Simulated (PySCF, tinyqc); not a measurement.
Worked calculation (part 1 of 2): MP2 on RHF in the 6-31g basis, for H4, spin multiplicity 1. The lowest restricted solution is unstable here: a spin-polarised one lies 0.0010 hartree lower (PySCF). Computed by tinyqc, a small Python program that keeps every step (integrals from PySCF). Settings: charge = 0, multiplicity = 1, basis = 6-31g, method = RHF, energy threshold = 1e-10, iteration cap = 72, orthogonalisation = symmetric, start = atomic densities, DIIS depth = 6. Command: `OMP_NUM_THREADS=1 python tinyqc.py 25345 25346 out.jsonl` (the two numbers bound the seeds that draw the settings). One thread of a shared host (Intel(R) Xeon(R) Processor @ 2.60GHz), about 0.09 s of CPU time with the checks. The early iterations of the SCF are left out here.

## One-electron integrals

Geometry (angstrom):
```
atom         x         y         z
H     0.000000  0.000000  0.000000
H     0.000000  0.000000  0.806000
H     0.000000  1.040000  0.000000
H     0.000000  1.040000  0.806000
```

Basis 6-31g: exponents (1/bohr^2) and contraction coefficients of normalised primitives:
```
element  l (shell)   exponent  coefficient
H            s (1)  18.731137     0.033495
H            s (1)   2.825394     0.234727
H            s (1)   0.640122     0.813757
H            s (2)   0.161278     1.000000
```

Overlap, kinetic and nuclear-attraction integrals over the contracted functions; the nuclear repulsion is the sum of Za Zb / Rab.

nuclear repulsion = 3.13510798 hartree

overlap S, order 1H 1s, 1H 2s, 2H 1s, 2H 2s, 3H 1s, 3H 2s, 4H 1s, 4H 2s:
```
[[1.000000, 0.658292, 0.397871, 0.485263, 0.228456, 0.396263, 0.102178, 0.292250],
 [0.658292, 1.000000, 0.485263, 0.829383, 0.396263, 0.732373, 0.292250, 0.607418],
 [0.397871, 0.485263, 1.000000, 0.658292, 0.102178, 0.292250, 0.228456, 0.396263],
 [0.485263, 0.829383, 0.658292, 1.000000, 0.292250, 0.607418, 0.396263, 0.732373],
 [0.228456, 0.396263, 0.102178, 0.292250, 1.000000, 0.658292, 0.397871, 0.485263],
 [0.396263, 0.732373, 0.292250, 0.607418, 0.658292, 1.000000, 0.485263, 0.829383],
 [0.102178, 0.292250, 0.228456, 0.396263, 0.397871, 0.485263, 1.000000, 0.658292],
 [0.292250, 0.607418, 0.396263, 0.732373, 0.485263, 0.829383, 0.658292, 1.000000]]
```

kinetic energy T (hartree), order 1H 1s, 1H 2s, 2H 1s, 2H 2s, 3H 1s, 3H 2s, 4H 1s, 4H 2s:
```
[[1.395678, 0.259735, 0.165494, 0.152282, 0.009915, 0.103153, -0.047652, 0.052643],
 [0.259735, 0.241917, 0.152282, 0.175618, 0.103153, 0.140385, 0.052643, 0.098106],
 [0.165494, 0.152282, 1.395678, 0.259735, -0.047652, 0.052643, 0.009915, 0.103153],
 [0.152282, 0.175618, 0.259735, 0.241917, 0.052643, 0.098106, 0.103153, 0.140385],
 [0.009915, 0.103153, -0.047652, 0.052643, 1.395678, 0.259735, 0.165494, 0.152282],
 [0.103153, 0.140385, 0.052643, 0.098106, 0.259735, 0.241917, 0.152282, 0.175618],
 [-0.047652, 0.052643, 0.009915, 0.103153, 0.165494, 0.152282, 1.395678, 0.259735],
 [0.052643, 0.098106, 0.103153, 0.140385, 0.152282, 0.175618, 0.259735, 0.241917]]
```

nuclear attraction V (hartree), order 1H 1s, 1H 2s, 2H 1s, 2H 2s, 3H 1s, 3H 2s, 4H 1s, 4H 2s:
```
[[-3.213761, -1.749359, -1.252436, -1.330924, -0.688215, -1.086128, -0.319407, -0.827945],
 [-1.749359, -1.986519, -1.330924, -1.716089, -1.086128, -1.540269, -0.827945, -1.332824],
 [-1.252436, -1.330924, -3.213761, -1.749359, -0.319407, -0.827945, -0.688215, -1.086128],
 [-1.330924, -1.716089, -1.749359, -1.986519, -0.827945, -1.332824, -1.086128, -1.540269],
 [-0.688215, -1.086128, -0.319407, -0.827945, -3.213761, -1.749359, -1.252436, -1.330924],
 [-1.086128, -1.540269, -0.827945, -1.332824, -1.749359, -1.986519, -1.330924, -1.716089],
 [-0.319407, -0.827945, -0.688215, -1.086128, -1.252436, -1.330924, -3.213761, -1.749359],
 [-0.827945, -1.332824, -1.086128, -1.540269, -1.330924, -1.716089, -1.749359, -1.986519]]
```

core Hamiltonian H = T + V (hartree), order 1H 1s, 1H 2s, 2H 1s, 2H 2s, 3H 1s, 3H 2s, 4H 1s, 4H 2s:
```
[[-1.818083, -1.489624, -1.086942, -1.178642, -0.678301, -0.982974, -0.367060, -0.775301],
 [-1.489624, -1.744602, -1.178642, -1.540470, -0.982974, -1.399885, -0.775301, -1.234718],
 [-1.086942, -1.178642, -1.818083, -1.489624, -0.367060, -0.775301, -0.678301, -0.982974],
 [-1.178642, -1.540470, -1.489624, -1.744602, -0.775301, -1.234718, -0.982974, -1.399885],
 [-0.678301, -0.982974, -0.367060, -0.775301, -1.818083, -1.489624, -1.086942, -1.178642],
 [-0.982974, -1.399885, -0.775301, -1.234718, -1.489624, -1.744602, -1.178642, -1.540470],
 [-0.367060, -0.775301, -0.678301, -0.982974, -1.086942, -1.178642, -1.818083, -1.489624],
 [-0.775301, -1.234718, -0.982974, -1.399885, -1.178642, -1.540470, -1.489624, -1.744602]]
```

## Two-electron integrals

Functions are numbered as in S; the eight-fold symmetry (ij|kl) = (ji|kl) = (kl|ij) leaves the list below.

Two-electron integrals (ij|kl) in chemists' order, unique and non-zero (hartree):
```
(11|11) 1.076566   (21|11) 0.578470   (21|21) 0.329423   (22|11) 0.587396
(22|21) 0.361304   (22|22) 0.453150   (31|11) 0.348049   (31|21) 0.199183
(31|22) 0.219091   (31|31) 0.151410   (32|11) 0.317957   (32|21) 0.194002
(32|22) 0.236657   (32|31) 0.154920   (32|32) 0.177992   (33|11) 0.621756
(33|21) 0.387435   (33|22) 0.484182   (33|31) 0.348049   (33|32) 0.419005
(33|33) 1.076566   (41|11) 0.419005   (41|21) 0.239581   (41|22) 0.264456
(41|31) 0.154920   (41|32) 0.154271   (41|33) 0.317957   (41|41) 0.177992
(42|11) 0.462730   (42|21) 0.286442   (42|22) 0.364439   (42|31) 0.190874
(42|32) 0.216558   (42|33) 0.462730   (42|41) 0.216558   (42|42) 0.311711
(43|11) 0.387435   (43|21) 0.240895   (43|22) 0.304624   (43|31) 0.199183
(43|32) 0.239581   (43|33) 0.578470   (43|41) 0.194002   (43|42) 0.286442
(43|43) 0.329423   (44|11) 0.484182   (44|21) 0.304624   (44|22) 0.402453
(44|31) 0.219091   (44|32) 0.264456   (44|33) 0.587396   (44|41) 0.236657
(44|42) 0.364439   (44|43) 0.361304   (44|44) 0.453150   (51|11) 0.182260
(51|21) 0.106641   (51|22) 0.121411   (51|31) 0.063023   (51|32) 0.062605
(51|33) 0.122278   (51|41) 0.077537   (51|42) 0.096122   (51|43) 0.077686
(51|44) 0.101940   (51|51) 0.048410   (52|11) 0.224928   (52|21) 0.140576
(52|22) 0.179962   (52|31) 0.082627   (52|32) 0.088972   (52|33) 0.175595
(52|41) 0.102682   (52|42) 0.143707   (52|43) 0.113143   (52|44) 0.155932
(52|51) 0.069847   (52|52) 0.118269   (53|11) 0.070837   (53|21) 0.043003
(53|22) 0.051597   (53|31) 0.030926   (53|32) 0.033582   (53|33) 0.072458
(53|41) 0.033279   (53|42) 0.044853   (53|43) 0.043534   (53|44) 0.051732
(53|51) 0.018897   (53|52) 0.028310   (53|53) 0.009460   (54|11) 0.164168
(54|21) 0.102761   (54|22) 0.131984   (54|31) 0.063382   (54|32) 0.069497
(54|33) 0.139605   (54|41) 0.076307   (54|42) 0.108388   (54|43) 0.089222
(54|44) 0.120386   (54|51) 0.050766   (54|52) 0.086071   (54|53) 0.021962
(54|54) 0.064007   (55|11) 0.501508   (55|21) 0.322342   (55|22) 0.433280
(55|31) 0.186162   (55|32) 0.205570   (55|33) 0.401213   (55|41) 0.235537
(55|42) 0.345770   (55|43) 0.262295   (55|44) 0.374938   (55|51) 0.182260
(55|52) 0.338214   (55|53) 0.072458   (55|54) 0.245157   (55|55) 1.076566
(61|11) 0.338214   (61|21) 0.193901   (61|22) 0.214938   (61|31) 0.116979
(61|32) 0.114751   (61|33) 0.228884   (61|41) 0.141060   (61|42) 0.170485
(61|43) 0.142711   (61|44) 0.181546   (61|51) 0.069847   (61|52) 0.094834
(61|53) 0.028048   (61|54) 0.069239   (61|55) 0.224928   (61|61) 0.118269
(62|11) 0.395332   (62|21) 0.245691   (62|22) 0.315423   (62|31) 0.148260
(62|32) 0.162129   (62|33) 0.330287   (62|41) 0.179918   (62|42) 0.253995
(62|43) 0.209327   (62|44) 0.281511   (62|51) 0.096301   (62|52) 0.154179
(62|53) 0.040851   (62|54) 0.112946   (62|55) 0.395332   (62|61) 0.154179
(62|62) 0.243057   (63|11) 0.187542   (63|21) 0.114845   (63|22) 0.141078
(63|31) 0.090943   (63|32) 0.104838   (63|33) 0.245157   (63|41) 0.091197
(63|42) 0.128939   (63|43) 0.141104   (63|44) 0.157400   (63|51) 0.040465
(63|52) 0.059029   (63|53) 0.021962   (63|54) 0.046395   (63|55) 0.139605
(63|61) 0.070038   (63|62) 0.101498   (63|63) 0.064007   (64|11) 0.312540
(64|21) 0.195320   (64|22) 0.253995   (64|31) 0.128743   (64|32) 0.147461
(64|33) 0.312540   (64|41) 0.147461   (64|42) 0.216972   (64|43) 0.195320
(64|44) 0.253995   (64|51) 0.075999   (64|52) 0.122398   (64|53) 0.035577
(64|54) 0.092574   (64|55) 0.312540   (64|61) 0.122398   (64|62) 0.195474
(64|63) 0.092574   (64|64) 0.167193   (65|11) 0.322342   (65|21) 0.205682
(65|22) 0.275665   (65|31) 0.120257   (65|32) 0.133011   (65|33) 0.262295
(65|41) 0.150435   (65|42) 0.220767   (65|43) 0.170535   (65|44) 0.241488
(65|51) 0.106641   (65|52) 0.193901   (65|53) 0.043534   (65|54) 0.141104
(65|55) 0.578470   (65|61) 0.140576   (65|62) 0.245691   (65|63) 0.089222
(65|64) 0.195320   (65|65) 0.329423   (66|11) 0.433280   (66|21) 0.275665
(66|22) 0.374319   (66|31) 0.164712   (66|32) 0.185514   (66|33) 0.374938
(66|41) 0.202117   (66|42) 0.302489   (66|43) 0.241488   (66|44) 0.338675
(66|51) 0.121411   (66|52) 0.214938   (66|53) 0.051732   (66|54) 0.157400
(66|55) 0.587396   (66|61) 0.179962   (66|62) 0.315423   (66|63) 0.120386
(66|64) 0.253995   (66|65) 0.361304   (66|66) 0.453150   (71|11) 0.072458
(71|21) 0.043534   (71|22) 0.051732   (71|31) 0.030926   (71|32) 0.033279
(71|33) 0.070837   (71|41) 0.033582   (71|42) 0.044853   (71|43) 0.043003
(71|44) 0.051597   (71|51) 0.018897   (71|52) 0.028048   (71|53) 0.009438
(71|54) 0.021810   (71|55) 0.070837   (71|61) 0.028310   (71|62) 0.040851
(71|63) 0.021810   (71|64) 0.035577   (71|65) 0.043003   (71|66) 0.051597
(71|71) 0.009460   (72|11) 0.139605   (72|21) 0.089222   (72|22) 0.120386
(72|31) 0.063382   (72|32) 0.076307   (72|33) 0.164168   (72|41) 0.069497
(72|42) 0.108388   (72|43) 0.102761   (72|44) 0.131984   (72|51) 0.040465
(72|52) 0.070038   (72|53) 0.021810   (72|54) 0.055719   (72|55) 0.187542
(72|61) 0.059029   (72|62) 0.101498   (72|63) 0.051508   (72|64) 0.092574
(72|65) 0.114845   (72|66) 0.141078   (72|71) 0.021962   (72|72) 0.064007
(73|11) 0.122278   (73|21) 0.077686   (73|22) 0.101940   (73|31) 0.063023
(73|32) 0.077537   (73|33) 0.182260   (73|41) 0.062605   (73|42) 0.096122
(73|43) 0.106641   (73|44) 0.121411   (73|51) 0.031217   (73|52) 0.049760
(73|53) 0.018897   (73|54) 0.040465   (73|55) 0.122278   (73|61) 0.049760
(73|62) 0.079882   (73|63) 0.050766   (73|64) 0.075999   (73|65) 0.077686
(73|66) 0.101940   (73|71) 0.018897   (73|72) 0.050766   (73|73) 0.048410
(74|11) 0.175595   (74|21) 0.113143   (74|22) 0.155932   (74|31) 0.082627
(74|32) 0.102682   (74|33) 0.224928   (74|41) 0.088972   (74|42) 0.143707
(74|43) 0.140576   (74|44) 0.179962   (74|51) 0.049760   (74|52) 0.086920
(74|53) 0.028048   (74|54) 0.070038   (74|55) 0.228884   (74|61) 0.074301
(74|62) 0.130651   (74|63) 0.069239   (74|64) 0.122398   (74|65) 0.142711
(74|66) 0.181546   (74|71) 0.028310   (74|72) 0.086071   (74|73) 0.069847
(74|74) 0.118269   (75|11) 0.186162   (75|21) 0.120257   (75|22) 0.164712
(75|31) 0.078137   (75|32) 0.091511   (75|33) 0.186162   (75|41) 0.091511
(75|42) 0.141792   (75|43) 0.120257   (75|44) 0.164712   (75|51) 0.063023
(75|52) 0.116979   (75|53) 0.030926   (75|54) 0.090943   (75|55) 0.348049
(75|61) 0.082627   (75|62) 0.148260   (75|63) 0.063382   (75|64) 0.128743
(75|65) 0.199183   (75|66) 0.219091   (75|71) 0.030926   (75|72) 0.090943
(75|73) 0.063023   (75|74) 0.116979   (75|75) 0.151410   (76|11) 0.205570
(76|21) 0.133011   (76|22) 0.185514   (76|31) 0.091511   (76|32) 0.111578
(76|33) 0.235537   (76|41) 0.102889   (76|42) 0.166033   (76|43) 0.150435
(76|44) 0.202117   (76|51) 0.062605   (76|52) 0.114751   (76|53) 0.033279
(76|54) 0.091197   (76|55) 0.317957   (76|61) 0.088972   (76|62) 0.162129
(76|63) 0.076307   (76|64) 0.147461   (76|65) 0.194002   (76|66) 0.236657
(76|71) 0.033582   (76|72) 0.104838   (76|73) 0.077537   (76|74) 0.141060
(76|75) 0.154920   (76|76) 0.177992   (77|11) 0.401213   (77|21) 0.262295
(77|22) 0.374938   (77|31) 0.186162   (77|32) 0.235537   (77|33) 0.501508
(77|41) 0.205570   (77|42) 0.345770   (77|43) 0.322342   (77|44) 0.433280
(77|51) 0.122278   (77|52) 0.228884   (77|53) 0.070837   (77|54) 0.187542
(77|55) 0.621756   (77|61) 0.175595   (77|62) 0.330287   (77|63) 0.164168
(77|64) 0.312540   (77|65) 0.387435   (77|66) 0.484182   (77|71) 0.072458
(77|72) 0.245157   (77|73) 0.182260   (77|74) 0.338214   (77|75) 0.348049
(77|76) 0.419005   (77|77) 1.076566   (81|11) 0.245157   (81|21) 0.141104
(81|22) 0.157400   (81|31) 0.090943   (81|32) 0.091197   (81|33) 0.187542
(81|41) 0.104838   (81|42) 0.128939   (81|43) 0.114845   (81|44) 0.141078
(81|51) 0.050766   (81|52) 0.069239   (81|53) 0.021810   (81|54) 0.051508
(81|55) 0.164168   (81|61) 0.086071   (81|62) 0.112946   (81|63) 0.055719
(81|64) 0.092574   (81|65) 0.102761   (81|66) 0.131984   (81|71) 0.021962
(81|72) 0.046395   (81|73) 0.040465   (81|74) 0.059029   (81|75) 0.063382
(81|76) 0.069497   (81|77) 0.139605   (81|81) 0.064007   (82|11) 0.312540
(82|21) 0.195320   (82|22) 0.253995   (82|31) 0.128743   (82|32) 0.147461
(82|33) 0.312540   (82|41) 0.147461   (82|42) 0.216972   (82|43) 0.195320
(82|44) 0.253995   (82|51) 0.075999   (82|52) 0.122398   (82|53) 0.035577
(82|54) 0.092574   (82|55) 0.312540   (82|61) 0.122398   (82|62) 0.195474
(82|63) 0.092574   (82|64) 0.167193   (82|65) 0.195320   (82|66) 0.253995
(82|71) 0.035577   (82|72) 0.092574   (82|73) 0.075999   (82|74) 0.122398
(82|75) 0.128743   (82|76) 0.147461   (82|77) 0.312540   (82|81) 0.092574
(82|82) 0.167193   (83|11) 0.228884   (83|21) 0.142711   (83|22) 0.181546
(83|31) 0.116979   (83|32) 0.141060   (83|33) 0.338214   (83|41) 0.114751
(83|42) 0.170485   (83|43) 0.193901   (83|44) 0.214938   (83|51) 0.049760
(83|52) 0.074301   (83|53) 0.028310   (83|54) 0.059029   (83|55) 0.175595
(83|61) 0.086920   (83|62) 0.130651   (83|63) 0.086071   (83|64) 0.122398
(83|65) 0.113143   (83|66) 0.155932   (83|71) 0.028048   (83|72) 0.069239
(83|73) 0.069847   (83|74) 0.094834   (83|75) 0.082627   (83|76) 0.102682
(83|77) 0.224928   (83|81) 0.070038   (83|82) 0.122398   (83|83) 0.118269
(84|11) 0.330287   (84|21) 0.209327   (84|22) 0.281511   (84|31) 0.148260
(84|32) 0.179918   (84|33) 0.395332   (84|41) 0.162129   (84|42) 0.253995
(84|43) 0.245691   (84|44) 0.315423   (84|51) 0.079882   (84|52) 0.130651
(84|53) 0.040851   (84|54) 0.101498   (84|55) 0.330287   (84|61) 0.130651
(84|62) 0.215864   (84|63) 0.112946   (84|64) 0.195474   (84|65) 0.209327
(84|66) 0.281511   (84|71) 0.040851   (84|72) 0.112946   (84|73) 0.096301
(84|74) 0.154179   (84|75) 0.148260   (84|76) 0.179918   (84|77) 0.395332
(84|81) 0.101498   (84|82) 0.195474   (84|83) 0.154179   (84|84) 0.243057
(85|11) 0.235537   (85|21) 0.150435   (85|22) 0.202117   (85|31) 0.091511
(85|32) 0.102889   (85|33) 0.205570   (85|41) 0.111578   (85|42) 0.166033
(85|43) 0.133011   (85|44) 0.185514   (85|51) 0.077537   (85|52) 0.141060
(85|53) 0.033582   (85|54) 0.104838   (85|55) 0.419005   (85|61) 0.102682
(85|62) 0.179918   (85|63) 0.069497   (85|64) 0.147461   (85|65) 0.239581
(85|66) 0.264456   (85|71) 0.033279   (85|72) 0.091197   (85|73) 0.062605
(85|74) 0.114751   (85|75) 0.154920   (85|76) 0.154271   (85|77) 0.317957
(85|81) 0.076307   (85|82) 0.147461   (85|83) 0.088972   (85|84) 0.162129
(85|85) 0.177992   (86|11) 0.345770   (86|21) 0.220767   (86|22) 0.302489
(86|31) 0.141792   (86|32) 0.166033   (86|33) 0.345770   (86|41) 0.166033
(86|42) 0.257485   (86|43) 0.220767   (86|44) 0.302489   (86|51) 0.096122
(86|52) 0.170485   (86|53) 0.044853   (86|54) 0.128939   (86|55) 0.462730
(86|61) 0.143707   (86|62) 0.253995   (86|63) 0.108388   (86|64) 0.216972
(86|65) 0.286442   (86|66) 0.364439   (86|71) 0.044853   (86|72) 0.128939
(86|73) 0.096122   (86|74) 0.170485   (86|75) 0.190874   (86|76) 0.216558
(86|77) 0.462730   (86|81) 0.108388   (86|82) 0.216972   (86|83) 0.143707
(86|84) 0.253995   (86|85) 0.216558   (86|86) 0.311711   (87|11) 0.262295
(87|21) 0.170535   (87|22) 0.241488   (87|31) 0.120257   (87|32) 0.150435
(87|33) 0.322342   (87|41) 0.133011   (87|42) 0.220767   (87|43) 0.205682
(87|44) 0.275665   (87|51) 0.077686   (87|52) 0.142711   (87|53) 0.043003
(87|54) 0.114845   (87|55) 0.387435   (87|61) 0.113143   (87|62) 0.209327
(87|63) 0.102761   (87|64) 0.195320   (87|65) 0.240895   (87|66) 0.304624
(87|71) 0.043534   (87|72) 0.141104   (87|73) 0.106641   (87|74) 0.193901
(87|75) 0.199183   (87|76) 0.239581   (87|77) 0.578470   (87|81) 0.089222
(87|82) 0.195320   (87|83) 0.140576   (87|84) 0.245691   (87|85) 0.194002
(87|86) 0.286442   (87|87) 0.329423   (88|11) 0.374938   (88|21) 0.241488
(88|22) 0.338675   (88|31) 0.164712   (88|32) 0.202117   (88|33) 0.433280
(88|41) 0.185514   (88|42) 0.302489   (88|43) 0.275665   (88|44) 0.374319
(88|51) 0.101940   (88|52) 0.181546   (88|53) 0.051597   (88|54) 0.141078
(88|55) 0.484182   (88|61) 0.155932   (88|62) 0.281511   (88|63) 0.131984
(88|64) 0.253995   (88|65) 0.304624   (88|66) 0.402453   (88|71) 0.051732
(88|72) 0.157400   (88|73) 0.121411   (88|74) 0.214938   (88|75) 0.219091
(88|76) 0.264456   (88|77) 0.587396   (88|81) 0.120386   (88|82) 0.253995
(88|83) 0.179962   (88|84) 0.315423   (88|85) 0.236657   (88|86) 0.364439
(88|87) 0.361304   (88|88) 0.453150
```

## Orthogonalisation

S = U s U^T; symmetric (Loewdin) form X = U s^(-1/2) U^T, so that X^T S X = 1.

eigenvalues of S: [0.034861, 0.160438, 0.239451, 0.480248, 0.486652, 0.863543, 1.317377, 4.417431]

X, order 1H 1s, 1H 2s, 2H 1s, 2H 2s, 3H 1s, 3H 2s, 4H 1s, 4H 2s:
```
[[1.289008, -0.525964, -0.149180, 0.053484, -0.046268, 0.021077, 0.042795, 0.001335],
 [-0.525964, 2.509918, 0.053484, -1.232932, 0.021077, -1.006911, 0.001335, 0.512363],
 [-0.149180, 0.053484, 1.289008, -0.525964, 0.042795, 0.001335, -0.046268, 0.021077],
 [0.053484, -1.232932, -0.525964, 2.509918, 0.001335, 0.512363, 0.021077, -1.006911],
 [-0.046268, 0.021077, 0.042795, 0.001335, 1.289008, -0.525964, -0.149180, 0.053484],
 [0.021077, -1.006911, 0.001335, 0.512363, -0.525964, 2.509918, 0.053484, -1.232932],
 [0.042795, 0.001335, -0.046268, 0.021077, -0.149180, 0.053484, 1.289008, -0.525964],
 [0.001335, 0.512363, 0.021077, -1.006911, 0.053484, -1.232932, -0.525964, 2.509918]]
```
